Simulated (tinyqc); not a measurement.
Inside a calculation. Model: bandgap voltage reference from two bipolar transistors.

Program tinyqc, `OMP_NUM_THREADS=1 python tinyqc.py 2062188 2062189 out.jsonl`; Intel Xeon 2.30GHz, shared host, one thread, about 0.03 s. Printed values are rounded.

Two transistors of area 1 and N carry the same current I. Is(T) = Is (T/T0)^eta exp[(Vg0 q/kB)(1/T0 - 1/T)], VBE1 = Vt ln(I/Is(T)) + I rb, VBE2 = Vt ln(I/(N Is(T))) + I rb/N. The amplifier forces I R1(T) = VBE1 - VBE2 + Vos, with R(T) = R (1 + tc (T - T0)) for both resistors, and the output is Vref = VBE1 + I R2(T). Base currents and the Early effect are neglected.

Inputs (values chosen for the exercise); values of the order met in silicon bipolar transistors: reference temperature T0 = 298 K; band-gap voltage extrapolated to 0 K Vg0 = 1.195 V; temperature exponent of the saturation current eta = 3.2; saturation current of the unit transistor at T0 Is = 6.1e-18 A; area ratio of the second transistor N = 10; resistor across which the difference of VBE falls, at T0 R1 = 5.1 kohm; temperature coefficient of both resistors tc = 0 ppm/K; offset of the amplifier Vos = 0 mV; series resistance of the unit transistor rb = 17 ohm; output resistor at T0 R2 = 46.52 kohm; temperature T = 398 K.

Constants: q = 1.602176634e-19 C, kB = 1.380649e-23 J/K. Results are converted to the units shown.

## Operating point at the reference temperature

Vt = kB T/q; I = (Vt ln N + Vos)/(R1(T) - rb (1 - 1/N)). Evaluate at T = T0.

Vt = 0.02567965 V
I = 11.62892 uA
Is(T) = 6.1e-18 A
VBE1 = 0.7263214 V
I R2 = 0.5409775 V
Vref = 1.267299 V

## Operating point at another temperature

Vt = kB T/q; I = (Vt ln N + Vos)/(R1(T) - rb (1 - 1/N)).

Vt = 0.03429699 V
I = 15.53125 uA
Is(T) = 1.842108e-12 A
VBE1 = 0.5472136 V
I R2 = 0.7225136 V
Vref = 1.269727 V

From T0 to T, VBE1 changes by -179 mV and I R2 by 182 mV, which leaves 2.43 mV in Vref.

## Resistor for zero slope at T0, ideal case

With tc = 0, Vos = 0 and rb = 0 the current is proportional to T, dVBE/dT = (VBE - Vg0 - (eta - 1) Vt)/T, and Vref has zero slope at T0 when Vref = Vg0 + (eta - 1) Vt0. Find VBE1, its slope, that Vref, R2/R1 and the curvature d2Vref/dT2 = -(eta - 1) kB/(q T0).

VBE1 = 0.7260466 V
dVBE/dT = -1.763251 mV/K
Vref = 1.251495 V
R2/R1 = 8.886392
curvature = -0.6361790 uV/K^2
